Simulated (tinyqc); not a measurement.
Inside a calculation. Model: valley-orbit splitting of a donor ground state, with strain. Computed by tinyqc, a small Python program that keeps every step. Command: `OMP_NUM_THREADS=1 python tinyqc.py 3004797 3004798 out.jsonl valleyorbit walk`. One thread of a shared host (Intel(R) Xeon(R) Processor @ 2.30GHz), about 0.01 s of CPU time with the checks. Intermediate numbers are printed to about 5 digits and carried at full precision; extremes and crossings named in words are read from the listed rows.

The basis is the 1s envelope in each valley; energies are counted from the unstrained conduction-band edge. The strain is e_s (a a^T - 1/3) for the unit stress axis a, so valley j along n_j moves by Xi_u e_s w_j with w_j = (n_j.a)^2 - 1/3: +1/6 for x and y, -1/3 for z. The splitting at the zone boundary that a [110] shear adds for <100> valleys is left out.

Inputs (values chosen for the exercise, modelled on donors in silicon):

| quantity | value | unit |
|---|---|---|
| single-valley binding energy E_0 | 31.8 | meV |
| central-cell shift Lambda | 5.12 | meV |
| coupling Delta_1 | 4.29 | meV |
| coupling Delta_2 | 2.86 | meV |
| shear deformation potential Xi_u | 8.75 | eV |
| shear strain e_s | 0.00058 | - |
| temperature T | 300 | K |
| donor density N_D | 3.3e+16 | cm^-3 |
| density-of-states mass of one valley m_e | 0.322 | m_0 |

Valleys: six along <100>. Stress axis: [110].

Constants: k_B = 8.617333262e-05 eV/K; m_0 = 9.1093837015e-31 kg; k_B = 1.380649e-23 J/K; h = 6.62607015e-34 J s.

## Levels without strain

By symmetry: E(A1) = E_0 + Lambda + 4 Delta_1 + Delta_2 (one state), E(T2) = E_0 + Lambda - Delta_2 (three), E(E) = E_0 + Lambda - 2 Delta_1 + Delta_2 (two), as binding energies.

E(A1) = 56.94 meV

E(T2) = 34.06 meV

E(E) = 31.2 meV

Only A1 has all valley amplitudes in phase, so only it has weight at the nucleus. Of the upper states T2 is bound more strongly, because Delta_1 is larger than Delta_2.

## The valley matrix under strain

H_jj = -(E_0 + Lambda) + Xi_u e_s w_j; H_jk = -Delta_2 between opposite valleys and -Delta_1 between perpendicular ones.

H (meV), lower triangle (symmetric):
```
         +x       -x       +y       -y       +z       -z
+x  -36.074
-x   -2.860  -36.074
+y   -4.290   -4.290  -36.074
-y   -4.290   -4.290   -2.860  -36.074
+z   -4.290   -4.290   -4.290   -4.290  -38.612
-z   -4.290   -4.290   -4.290   -4.290   -2.860  -38.612
```

## Levels and ground state under strain

Diagonalise H; the ground vector has positive components. The density at the nucleus, and so the contact hyperfine coupling, scales as (sum_j c_j)^2/(number of valleys), which is 1 without strain; the envelopes are held fixed.

levels (meV): -56.997  -35.752  -33.214  -33.214  -31.988  -30.354

valley amplitudes of the ground state: +x 0.39396, -x 0.39396, +y 0.39396, -y 0.39396, +z 0.43543, -z 0.43543

hyperfine ratio A/A_0 = 0.99771

The valleys that move down hold 37.9 % of the ground state, against 33.3 % without strain.

## Binding energy under strain

The binding energy is counted from the lowest valley edge, min_j Xi_u e_s w_j; the gap is from the ground state to the next level.

binding energy under strain = 55.306 meV

gap to the first excited state = 21.246 meV

## Populations and ionisation

z = sum over levels of exp(-(E - E_ground)/k_B T), the ground-state share being 1/z; N_c = 2 (2 pi m_e k_B T/h^2)^(3/2) sum_j exp(-(shift_j - lowest shift)/k_B T); n1 = N_c/(2 z) exp(-binding/k_B T), binding = lowest shift - E_ground; without compensation n = 2 N_D/(1 + sqrt(1 + 4 N_D/n1)) (Boltzmann statistics; p and higher states left out).

partition sum z = 2.9736

share of neutral donors in the ground state = 0.33630

N_c = 2.5796e+19 cm^-3

n1 = 5.1069e+17 cm^-3

free electrons n = 3.1105e+16 cm^-3

Caution: k_B T exceeds a third of E_0, so the p and higher states, left out, hold part of the bound electrons.

## Strain dependence

The contact hyperfine ratio is A/A_0 = (sum_j c_j)^2/(number of valleys), c_j the valley amplitudes of the ground state; binding from the lowest valley edge.

Against strain:

| e_s | Xi_u e_s (w_max - w_min) (meV) | binding (meV) | gap to next level (meV) | A/A_0 |
|---|---|---|---|---|
| -0.00460 | -20.12500 | 52.802 | 18.742 | 0.93162 |
| -0.00170 | -7.43750 | 54.890 | 20.830 | 0.98524 |
| -0.00058 | -2.53750 | 56.148 | 22.088 | 0.99799 |
| -0.00017 | -0.74375 | 56.697 | 22.637 | 0.99982 |
| 0.00017 | 0.74375 | 56.449 | 22.389 | 0.99981 |
| 0.00058 | 2.53750 | 55.306 | 21.246 | 0.99771 |
| 0.00170 | 7.43750 | 52.499 | 18.439 | 0.97872 |
| 0.00460 | 20.12500 | 47.445 | 13.385 | 0.85409 |

A/A_0 falls for either sign of strain, to 0.932 and 0.854 at the ends; its limits are the shares of the valleys that end up lowest, 4/6 under compression and 2/6 under tension. Near zero strain A/A_0 changes in second order, the binding in first. The binding energy drops from 56.94 meV to 52.80 and 47.44 meV, since fewer valleys share the valley-orbit gain.

## Do the excited 1s states matter for ionisation?

No strain here. The last two columns set z = 1, with the A1 depth, or use one level at E_0 with z equal to the number of valleys.

Ionised share:

| T (K) | z | all 1s states | ground state alone | no splitting |
|---|---|---|---|---|
| 33 | 1.0012 | 1.7489e-04 | 1.7500e-04 | 0.00592 |
| 55 | 1.0328 | 1.3760e-02 | 1.3982e-02 | 0.07829 |
| 83 | 1.1771 | 1.2538e-01 | 1.3527e-01 | 0.29008 |
| 120 | 1.4942 | 4.1089e-01 | 4.7442e-01 | 0.58227 |
| 170 | 1.9744 | 7.1963e-01 | 8.1698e-01 | 0.80726 |
| 260 | 2.7145 | 9.1432e-01 | 9.6485e-01 | 0.93546 |
| 440 | 3.6552 | 9.7877e-01 | 9.9401e-01 | 0.98192 |

z grows from 1.001 to 3.66 of at most 6. Leaving out the excited states overstates the ionised share by up to 15.5 % (at 120 K); ignoring the splitting misses by a factor 33.9 at the lowest T and 1.00 at the highest.

Checks made by the program: symmetry formulas against diagonalisation (relative difference below 1e-10).
